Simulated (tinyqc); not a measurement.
Bethe-Salpeter matrix of a two-band chain (Tamm-Dancoff form): one step. The singlet matrix. Two cases, with inputs chosen for the exercise.

Problem. Fill in H.

One valence and one conduction band, lattice period 1, mesh k = 2 pi j/N. Pair energies D(k) = Eg + 2 t sum(1 - cos k), t = tc + tv. Screened attraction W(R) = U at R = 0 and V/|R| otherwise, R over the N cells with the nearest image; W(q) = sum_R W(R) cos(q R). H(k, k') = D(k) delta - W(k - k')/Nk + 2 J/Nk for singlets (J = 0 for triplets), Nk the number of k points. With a constant transition dipole the strength of a state is f = (sum_k A_k)^2/Nk, and the f sum to 1.

Case 1.

Values chosen: Eg = 5.2 eV (quasiparticle gap); tc = 0.2 eV (conduction hopping); tv = 0.34 eV (valence hopping); U = 1.99 eV (attraction in the same cell); V = 1.14 eV (attraction at one cell distance); J = 0.11 eV (exchange in the same cell); N = 7 (k points along each axis).

Case 2.

Values chosen: Eg = 6 eV (quasiparticle gap); tc = 0.52 eV (conduction hopping); tv = 0.24 eV (valence hopping); U = 1.09 eV (attraction in the same cell); V = 0.48 eV (attraction at one cell distance); J = 0.44 eV (exchange in the same cell); N = 10 (k points along each axis).

Give: H.

Solution.

Case 1.

H (eV), rows j0, j1, j2, j3, j4, j5, j6 and columns alike:
$$\begin{pmatrix}
4.3500 & -0.3219 & -0.1013 & -0.0368 & -0.0368 & -0.1013 & -0.3219 \\
-0.3219 & 4.7566 & -0.3219 & -0.1013 & -0.0368 & -0.0368 & -0.1013 \\
-0.1013 & -0.3219 & 5.6703 & -0.3219 & -0.1013 & -0.0368 & -0.0368 \\
-0.0368 & -0.1013 & -0.3219 & 6.4030 & -0.3219 & -0.1013 & -0.0368 \\
-0.0368 & -0.0368 & -0.1013 & -0.3219 & 6.4030 & -0.3219 & -0.1013 \\
-0.1013 & -0.0368 & -0.0368 & -0.1013 & -0.3219 & 5.6703 & -0.3219 \\
-0.3219 & -0.1013 & -0.0368 & -0.0368 & -0.1013 & -0.3219 & 4.7566
\end{pmatrix}$$

Case 2.

H (eV):
```
         j0       j1       j2       j3       j4       j5       j6       j7       j8       j9
j0   5.7694  -0.0746  -0.0030   0.0238   0.0418   0.0446   0.0418   0.0238  -0.0030  -0.0746
j1  -0.0746   6.0597  -0.0746  -0.0030   0.0238   0.0418   0.0446   0.0418   0.0238  -0.0030
j2  -0.0030  -0.0746   6.8197  -0.0746  -0.0030   0.0238   0.0418   0.0446   0.0418   0.0238
j3   0.0238  -0.0030  -0.0746   7.7591  -0.0746  -0.0030   0.0238   0.0418   0.0446   0.0418
j4   0.0418   0.0238  -0.0030  -0.0746   8.5191  -0.0746  -0.0030   0.0238   0.0418   0.0446
j5   0.0446   0.0418   0.0238  -0.0030  -0.0746   8.8094  -0.0746  -0.0030   0.0238   0.0418
j6   0.0418   0.0446   0.0418   0.0238  -0.0030  -0.0746   8.5191  -0.0746  -0.0030   0.0238
j7   0.0238   0.0418   0.0446   0.0418   0.0238  -0.0030  -0.0746   7.7591  -0.0746  -0.0030
j8  -0.0030   0.0238   0.0418   0.0446   0.0418   0.0238  -0.0030  -0.0746   6.8197  -0.0746
j9  -0.0746  -0.0030   0.0238   0.0418   0.0446   0.0418   0.0238  -0.0030  -0.0746   6.0597
```

Computed by tinyqc, one run a case: `OMP_NUM_THREADS=1 python tinyqc.py N N+1 out.jsonl` with N = 1250126, 1250702; one thread of a shared Intel(R) Xeon(R) Processor @ 2.30GHz, about 0.1 s a run at most.
